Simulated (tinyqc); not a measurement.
Binary melting diagram from solution models of liquid and solid: one step, computed by the program tinyqc.

x is the fraction of B. In a phase with interaction L: mu_A = G_A + R T ln(1 - x) + L x^2, mu_B = G_B + R T ln x + L (1 - x)^2. Melting: G(liquid) - G(solid) = H (1 - T/T_m) for each pure component.

Problem. Dilute B in A: partition coefficient and slope. At T_A, k0 = exp[(dG_B(T_A) + L_L - L_S)/(R T_A)]; van 't Hoff: m_L = -R T_A^2 (1 - k0)/H_A per unit fraction. Burton-Prim-Slichter: k_eff = k0/[k0 + (1 - k0) exp(-V delta/D)]. Freezing range of c0: |m_L| c0 |1 - k0|/k0.

Inputs (values chosen for the exercise, modelled on Si-Ge): melting point T_A = 1687 K; melting point T_B = 1211 K; heat of melting H_A = 49.2 kJ/mol; heat of melting H_B = 36.9 kJ/mol; liquid interaction L_L = 5.5 kJ/mol; solid interaction L_S = 3.2 kJ/mol; dilute content c0 of B = 0.0012; growth number V delta/D = 2.2.

Diagram: complete solid solution (lens).

Constants: R = 8.314462618 J/(mol K).

Give: partition coefficient k0; liquidus slope m_L; effective coefficient k_eff; freezing range.

Solution.

partition coefficient k0 = 0.4189

liquidus slope m_L = -279.5 K

effective coefficient k_eff = 0.8668

freezing range = 0.4652 K

k0 < 1: the solid rejects B and B lowers the melting point. Faster growth moves k_eff towards 1.
